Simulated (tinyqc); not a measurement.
Donor or exciton in a quantum well (variational effective-mass method): one step, computed by the program tinyqc.

H = -nabla^2 - 2/|r - r_i| + V(z) in effective units; trial function psi = f(z) exp(-|r - r_i|/lambda), f the ground state of the well. Mass and screening are the same in well and barrier; l = L/a* is the width in effective units. Bands are flat: no polarisation or applied field.

Question. Best radius. k = pi/l; f = cos(k z) inside and zero outside; subband energy k^2 Ry*. Binding E_b(lambda) = -1/lambda^2 + 4 A/(lambda B), with A = int f^2 exp(-2 s/lambda) dz, B = int f^2 exp(-2 s/lambda)(1 + 2 s/lambda) dz and s = |z - z_i|; 40 Gauss-Legendre points on each piece between the walls at z = -l/2 and l/2 and z_i. Golden-section search for the maximum over lambda from 0.3 to 4, 40 steps.

Inputs (values chosen for the exercise, for a model semiconductor): donor position z_i/L from the centre = 0.4.

Centre: donor. Barriers: infinite.

l = 1.034360

Ry* = 5.416154 meV

a* = 10.63459 nm

Give: best lambda; binding in Ry*; binding energy; radius lambda a*.

Answer.

best lambda = 1.1754 a*

binding in Ry* = 1.3958

binding energy = 7.5596 meV

radius lambda a* = 12.500 nm

Confinement changes the binding by a factor 1.396 against the bulk value (limits: 4 in two dimensions, 1 inside a wide well).
